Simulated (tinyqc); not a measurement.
Worked calculation: tight binding, honeycomb lattice. Computed by tinyqc, a small Python program that keeps every step. Settings: t1 = 2.22, t2 = 0.04, phi = -1.47, delta = 0, points = 6. Command: `OMP_NUM_THREADS=1 python tinyqc.py 29487 29488 out.jsonl` (the two numbers bound the seeds that draw the settings). One thread of a shared host (Intel(R) Xeon(R) Processor @ 2.60GHz), about 0.01 s of CPU time with the checks.

## Bloch Hamiltonian at k

Parameters chosen for this model:

| parameter | value | unit |
|---|---|---|
| t1 | 2.220000 | eV, nearest |
| t2 | 0.040000 | eV, second neighbours |
| phi | -1.470000 | rad, phase of t2 (Haldane) |
| delta | 0 | eV, +/- on A and B |

k point k (fractions of the reciprocal vectors): -0.1600  0.0900

H_AB = -t1 (1 + exp(-i k.a1) + exp(-i k.a2)); H_AA = delta - 2 t2 sum cos(k.b + phi), H_BB = -delta - 2 t2 sum cos(k.b - phi), b = a1, a2 - a1, -a2.

H(k) at k (eV):
```
                 A                B
A           0.0191  -5.2839-0.6849i
B  -5.2839+0.6849i          -0.0414
```

## Levels at k

Diagonalise the Hermitian matrix.

eigenvalues (eV): -5.3393  5.3171

weights |c|^2 of the basis functions:
```
   band 1  band 2
A  0.4972  0.5028
B  0.5028  0.4972
```

## Bloch Hamiltonian at K

k point K (fractions of the reciprocal vectors): 0.3333  0.6667

As before.

H(k) at K (eV):
```
         A       B
A  -0.1947  0.0000
B   0.0000  0.2189
```

## Levels at K

As before.

eigenvalues (eV): -0.1947  0.2189

weights |c|^2 of the basis functions:
```
   band 1  band 2
A  1.0000  0.0000
B  0.0000  1.0000
```

## Bands along a path

The same steps at evenly spaced points between the labelled ones.

Bands along the path (eV):

| k | band 1 | band 2 |
|---|---|---|
| G | -6.6842 | 6.6358 |
| G-K 0.33 | -5.6350 | 5.6076 |
| G-K 0.67 | -2.9890 | 2.9986 |
| K | -0.1947 | 0.2189 |
| K-M 0.33 | -1.1840 | 1.2059 |
| K-M 0.67 | -1.9461 | 1.9641 |
| M | -2.2119 | 2.2281 |
| M-K' 0.33 | -1.9461 | 1.9641 |
| M-K' 0.67 | -1.1840 | 1.2059 |
| K' | -0.1947 | 0.2189 |

With 1 band(s) filled, the highest filled level on these points lies at K and the lowest empty one at K: a gap of 0.4136 eV, direct.

## Chern number of the lower band

On a 6 x 6 mesh, the phase of the product of overlaps around each plaquette (k1 then k2); the sum over 2 pi is an integer.

plaquette phases (rad):
```
         1        2       3       4        5        6
1   0.0000   0.0008  0.0158  0.0262  -0.0070  -0.0026
2   0.0008   0.0068  0.0254  0.9757   0.0000  -0.0070
3   0.0158   0.0254  0.0524  1.0114   0.9757   0.0262
4   0.0262   0.9757  1.0114  0.0524   0.0254   0.0158
5  -0.0070   0.0000  0.9757  0.0254   0.0068   0.0008
6  -0.0026  -0.0070  0.0262  0.0158   0.0008   0.0000
```

Chern number = 1.0000
